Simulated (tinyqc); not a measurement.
What grading buys: minority-electron transport through the base of a bipolar transistor (Moll-Ross and Kroemer integrals). Computed by tinyqc, a small Python program. Command: `OMP_NUM_THREADS=1 python tinyqc.py 3004651 3004652 out.jsonl base walk`. One thread of a shared host (Intel(R) Xeon(R) Processor @ 2.30GHz), about 0.01 s of CPU time with the checks.

Low injection, one dimension, x from the emitter edge (0) to the collector edge (W), s = x/W. Recombination is treated as a small correction (valid for tau_B well below tau_n), computed from the stored charge.

Inputs (values chosen for the exercise, modelled on InP):
```
quantity                               value        unit
base doping at the emitter edge N_0  7.8e+17      1/cm^3
base width W                              22          nm
mu_min                                   700  cm^2/(V s)
mu_max                                  4300  cm^2/(V s)
N_ref                                2.6e+17      1/cm^3
saturation velocity v_s                 0.76    1e7 cm/s
temperature T                            300           K
doping ratio N_0/N(W)                     93           -
```

Base doping profile: Gaussian. Gap grading: none. Exit of the base: saturation velocity.

Constants: k_B = 8.617333262e-05 eV/K.

Method. N(x) = N_0 (ratio)^(-s^2); n_i(x)^2 = n_i^2 exp(s dE_g/k_B T); D(x) = (k_B T/e) mu, mu = mu_min + (mu_max - mu_min)/(1 + (N/N_ref)^0.7). With y(x) = N n_i^2/(D n_i(x)^2): base Gummel number G_B = int_0^W y dx + N(W) n_i^2/(v_s n_i(W)^2); J_C = e n_i^2 exp(e V_BE/k_B T)/G_B; n(x) = (J_C/e)(n_i(x)^2/(N n_i^2)) [int_x^W y dx + the same exit term]; transit time tau_B = (e/J_C) int n dx; trapezoid rule on 401 even points.

The same base with other gradings:
```
dE_g (meV)  dE_g/k_B T  G_B (s/cm^4)  J_C gain  tau_B (ps)  speed gain
0                0.000    1.4401e+10    1.0000    0.051107      1.0000
25               0.967    1.1155e+10    1.2910    0.044300      1.1537
50               1.934    9.0478e+09    1.5916    0.039198      1.3038
75               2.901    7.5776e+09    1.9004    0.035218      1.4512
100              3.868    6.4945e+09    2.2174    0.032013      1.5964
150              5.802    5.0091e+09    2.8749    0.027148      1.8826
200              7.736    4.0457e+09    3.5595    0.023608      2.1649
300             11.605    2.8889e+09    4.9848    0.018769      2.7229
```

What follows from these numbers?

At 100 meV J_C rises by a factor 2.22 and the transit is 1.60 times faster; at 300 meV the factors are 4.98 and 2.72. For a uniform base without exit term both tend to be linear in dE_g/k_B T, J_C as x/(1 - exp(-x)) and the speed as x/2. From 0 meV on the mean velocity W/tau_B exceeds v_s, so those speed gains are overstated.
